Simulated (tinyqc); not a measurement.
Comparisons within one model: density of states of one tight-binding band on the simple cubic lattice. A value that a table varies takes the place of the one given here.

E(k) = -2 t (c1 + c2 + c3) - 4 t2 (c1 c2 + c2 c3 + c3 c1) with ci = cos(2 pi ki); k in fractions of the reciprocal vectors, mesh k_i = j/N with j = 0 .. N-1. Densities are per cell and per spin, so the band holds one state.

Each cube of the mesh, corners numbered 0 to 7 as the binary number (i j l), is cut into six tetrahedra around the diagonal 0-7: 0137, 0157, 0237, 0267, 0457, 0467. For corner energies e1 <= e2 <= e3 <= e4 and eij = ei - ej, the share of the tetrahedron below E is n = (E - e1)^3/(e21 e31 e41) for e1 < E < e2; n = [e21^2 + 3 e21 x + 3 x^2 - (e31 + e42) x^3/(e32 e42)]/(e31 e41) with x = E - e2 for e2 < E < e3; n = 1 - (e4 - E)^3/(e41 e42 e43) for e3 < E < e4; its density of states is g = dn/dE.

Gaussian broadening: g(E) = mean over the mesh of exp(-(E - E_k)^2/(2 sigma^2))/(sigma sqrt(2 pi)), n(E) = mean of erfc((E_k - E)/(sigma sqrt 2))/2.

Values chosen for the exercise: t = 2.26 eV (nearest hopping); t2 = -0.17 eV (second hopping); N2 = 8 (mesh points along each axis in this comparison); sigma = 0.452 eV (Gaussian width); E = 12.13 eV (energy at which the density is wanted).

## Three ways to the same curve

N = N2 here; the reference is the linear method with N = 36.

g(E) (1/eV):

| E (eV) | reference | linear tetrahedra | Gaussian, sigma | Gaussian, sigma/4 | reference n(E) |
|---|---|---|---|---|---|
| -9.054 | 0.023 | 0.021 | 0.021 | 0.000 | 0.035 |
| -6.588 | 0.041 | 0.040 | 0.042 | 0.000 | 0.112 |
| -4.123 | 0.068 | 0.075 | 0.066 | 0.008 | 0.257 |
| -1.657 | 0.065 | 0.068 | 0.046 | 0.070 | 0.421 |
| 0.808 | 0.062 | 0.065 | 0.060 | 0.158 | 0.577 |
| 3.273 | 0.061 | 0.064 | 0.081 | 0.131 | 0.728 |
| 5.739 | 0.034 | 0.034 | 0.014 | 0.012 | 0.843 |
| 8.204 | 0.022 | 0.022 | 0.042 | 0.165 | 0.911 |
| 10.670 | 0.015 | 0.014 | 0.015 | 0.048 | 0.957 |
| 13.135 | 0.009 | 0.008 | 0.005 | 0.000 | 0.986 |

Root-mean-square errors against the reference: 0.0028 for linear tetrahedra, 0.0125 for sigma and 0.0648 for sigma/4. The narrow Gaussian is worse than the wide one, because it resolves the separate mesh levels. The reference is highest at -4.123 eV of the energies listed, and half filling lies between -1.657 and 0.808 eV.

## Convergence with the mesh

At the energy E; the plain count is the share of mesh points below E; the reference is the linear method with N = 36.

Results:

| N | points | g linear | n linear | g Gaussian | n Gaussian | n plain count |
|---|---|---|---|---|---|---|
| 4 | 64 | 0.0041 | 0.9953 | 0.0000 | 0.9844 | 0.9844 |
| 6 | 216 | 0.0091 | 0.9894 | 0.0123 | 0.9709 | 0.9676 |
| 8 | 512 | 0.0107 | 0.9828 | 0.0204 | 0.9729 | 0.9629 |
| 12 | 1728 | 0.0113 | 0.9790 | 0.0141 | 0.9767 | 0.9809 |
| 16 | 4096 | 0.0112 | 0.9776 | 0.0113 | 0.9761 | 0.9773 |
| 20 | 8000 | 0.0112 | 0.9769 | 0.0112 | 0.9754 | 0.9776 |

reference n and g: 0.9760  0.0114

The linear n(E) stays within 0.002 of the reference from N = 16 on. The Gaussian g still moves by more than 1 % between the last two meshes. At the last mesh it lies 0.000 1/eV from the reference g and the linear g 0.000. The plain count errs by +0.0016 at the last mesh.

## Critical points

The gradient vanishes at these points by symmetry; the signs of the eigenvalues of the second-derivative matrix give the type.

Critical points:

| point | k | E (eV) | positive | negative | type |
|---|---|---|---|---|---|
| Gamma | (0, 0, 0) | -11.5200 | 3 | 0 | minimum |
| X | (0.5, 0, 0) | -5.2000 | 2 | 1 | saddle |
| M | (0.5, 0.5, 0) | 3.8400 | 1 | 2 | saddle |
| R | (0.5, 0.5, 0.5) | 15.6000 | 0 | 3 | maximum |

Gamma is a minimum at -11.520 eV: its contribution to g starts as a square root. X is a saddle at -5.200 eV: g has a square-root kink there. M is a saddle at 3.840 eV: g has a square-root kink there. R is a maximum at 15.600 eV: its contribution to g ends as a square root.

## What moves the count of states

Linear method and Gaussian sum with N = 14. Each row changes one parameter from the base and keeps the others.

Results:

| case | n linear | g linear (1/eV) | n Gaussian | g Gaussian (1/eV) |
|---|---|---|---|---|
| base | 0.9781 | 0.0110 | 0.9741 | 0.0105 |
| t = 2.486 eV | 0.9658 | 0.0126 | 0.9647 | 0.0134 |
| E = 12.356 eV | 0.9806 | 0.0104 | 0.9767 | 0.0125 |
| sigma = 0.904 eV | 0.9781 | 0.0110 | 0.9746 | 0.0112 |
| t2 = -0.057 eV | 0.9880 | 0.0105 | 0.9858 | 0.0116 |

The largest shifts from the base row, up to three for each result and ties (the steps differ in size, so this ranks the rows, not the parameters). n linear: t -0.0124, t2 +0.0098, E +0.0024; unchanged at the printed digits by sigma. g linear (1/eV): t +0.0016, E -0.0006, t2 -0.0005; unchanged at the printed digits by sigma. n Gaussian: t2 +0.0117, t -0.0094, E +0.0026. g Gaussian (1/eV): t +0.0029, E +0.0020, t2 +0.0011.

Run: tinyqc, `OMP_NUM_THREADS=1 python tinyqc.py 1650111 1650112 out.jsonl`; Intel(R) Xeon(R) Processor @ 2.30GHz, one thread, shared host; about 0.2 s of CPU time with all checks.
